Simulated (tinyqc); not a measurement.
# Undoped symmetric double-gate MOSFET, analytic potential model: effects of single changes

An undoped body of thickness ts between two equal insulators and tied gates; long channel, electrons only, n = ni exp((psi - V)/Vt) with V the quasi-Fermi potential (0 at the source, Vd at the drain), constant mobility, no quantisation. Across the body psi(x) = V - 2 Vt ln[(ts/(2 beta)) sqrt(q ni/(2 eps0 eps_r Vt)) cos(2 beta x/ts)], x from the centre. Q is the electron charge per area of the whole body.

Values chosen for this exercise; material values close to those of silicon: temperature T = 273 K; band gap Eg = 1.12 eV; relative permittivity of the semiconductor eps_r = 11.8; conduction-band density of states at T Nc = 2.4e19 cm^-3; valence-band density of states at T Nv = 2.3e19 cm^-3; relative permittivity of the gate insulator eox = 9.44; insulator thickness tox = 5.3 nm; body thickness ts = 5 nm; gate work function less that of the intrinsic body dphi = -0.04 V; channel mobility mu = 180 cm^2/(V s); gate length L = 0.5 um; drain voltage Vd = 0.5 V.

Constants: q = 1.602176634e-19 C, kB = 1.380649e-23 J/K, Vt = kB T/q, eps0 = 8.8541878128e-14 F/cm where lengths are in cm. Results are converted to the units shown.

Each table varies one quantity; the others keep the values above.

## Output curve

ni = sqrt(Nc Nv) exp(-Eg/(2 Vt)), Eg in volts; r = eps_r tox/(eox ts); V0 = dphi + 2 Vt ln[(2/ts) sqrt(2 eps0 eps_r Vt/(q ni))]. beta (between 0 and pi/2) solves (Vg - V0 - V)/(2 Vt) = ln(beta) - ln(cos beta) + 2 r beta tan(beta). Q = 8 eps0 eps_r Vt beta tan(beta)/ts; I = mu (1/L)(4 eps0 eps_r/ts)(2 Vt)^2 [g(beta_s) - g(beta_d)] per width, g = beta tan(beta) - beta^2/2 + r beta^2 tan^2(beta), with beta_s at V = 0 and beta_d at V = Vd.

In this table Vg = 0.86 V.

Results:
```
Vd (V),Qd (nC/cm^2),Qd/Qs,I (uA/um)
0.08,810.7,0.7854,26.52
0.15,622.2,0.6028,44.57
0.28,294.7,0.2855,65.87
0.34,162.7,0.1577,70.78
0.41,47.09,0.04562,73.30
0.47,6.764,0.006553,73.78
0.54,0.3802,3.683e-4,73.83
0.6,0.02983,2.890e-5,73.84
```

Estimate the missing row, Vd = 0.21 V.

Computed row:
```
Vd (V),Qd (nC/cm^2),Qd/Qs,I (uA/um)
0.21,466.3,0.4518,56.31
```

With this row back in the table: The current rises from 26.5 to 73.8 uA/um, while the charge at the drain end falls from 0.79 to 2.9e-5 of that at the source. The current first comes within 1 % of its last value at Vd = 0.41 V among the rows. Over the last rows Qd falls by a factor of e for each Vt of drain voltage: the drain end is in weak inversion. In every row the surface density at the source passes 0.3 Nc, where Boltzmann statistics fail. In every row the body is thin enough for quantum confinement, left out here, to raise the threshold.

## Transfer curve and volume inversion

Same model as above.

The drop is psi(surface) - psi(centre) at the source end; C = dQs/dVg, Cg = 2 eps0 eox/tox; gm = dI/dVg.

Transfer curve and volume inversion:
```
Vg (V),Qs (nC/cm^2),drop (mV),C/Cg,I (uA/um),gm/I (1/V)
0.18,9.954e-4,5.955e-5,1.341e-5,8.430e-6,42.51
0.27,0.04562,0.002729,6.144e-4,3.865e-4,42.49
0.35,1.341,0.08018,0.01771,0.01147,42.08
0.44,36.26,2.136,0.3157,0.3913,33.36
0.53,183.3,10.17,0.6623,3.683,17.91
0.62,391.1,20.02,0.7833,12.90,10.92
0.7,595.8,28.34,0.8347,27.08,7.921
0.79,838.1,36.81,0.8695,50.28,6.000
0.88,1088,44.35,0.8924,81.43,4.791
```

The current rises from 8.43e-6 to 81.4 uA/um. In the first row gm/I is 42.5 1/V, within 0.01 % of 1/Vt: with no depletion charge the whole body follows the gate, and the swing is ideal. The drop between surface and centre goes from 6.0e-5 to 44.4 mV and passes Vt at Vg = 0.7 V among the rows; below that the density varies across the body by less than a factor of e (volume inversion). C reaches 0.89 of Cg in the last row. For Vg = 0.62 to 0.88 V the surface density at the source passes 0.3 Nc, where Boltzmann statistics fail. In every row the body is thin enough for quantum confinement, left out here, to raise the threshold.

## Effect of the body thickness

Q = 8 eps0 eps_r Vt beta tan(beta)/ts; I = mu (1/L)(4 eps0 eps_r/ts)(2 Vt)^2 [g(beta_s) - g(beta_d)] per width, g = beta tan(beta) - beta^2/2 + r beta^2 tan^2(beta), with beta_s at V = 0 and beta_d at V = Vd.  I(low) is taken at Vg = 0.23 V, Qs and I(high) at Vg = 0.98 V.

Effect of the body thickness:
```
ts (nm),V0 (V),I(low) (nA/um),Qs(high) (nC/cm^2),I(high) (uA/um)
1.7,0.5339,0.02401,1349,118.0
2.3,0.5197,0.03248,1358,120.1
3.3,0.5027,0.04660,1366,122.4
4.6,0.4871,0.06496,1372,124.1
6.4,0.4716,0.09038,1375,125.5
8.9,0.4560,0.1257,1378,126.5
12,0.4420,0.1694,1379,127.2
```

What does the comparison show?

As ts goes from 1.7 to 12 nm, I(low) rises from 0.0240 to 0.169 nA/um and I(high) rises from 118 to 127 uA/um. On average I(low) goes as ts^(1.00) and I(high) goes as ts^(0.04). Below threshold the charge is proportional to the cross-section of the body; above it the insulator sets the charge. In every row the surface density at the source at the higher gate voltage passes 0.3 Nc, where Boltzmann statistics fail. For ts = 1.7 to 6.4 nm the body is thin enough for quantum confinement, left out here, to raise the threshold.

Numbers from tinyqc (`OMP_NUM_THREADS=1 python tinyqc.py 2440068 2440069 out.jsonl`; about 0.01 s on one thread of a shared Intel Xeon 2.30GHz).
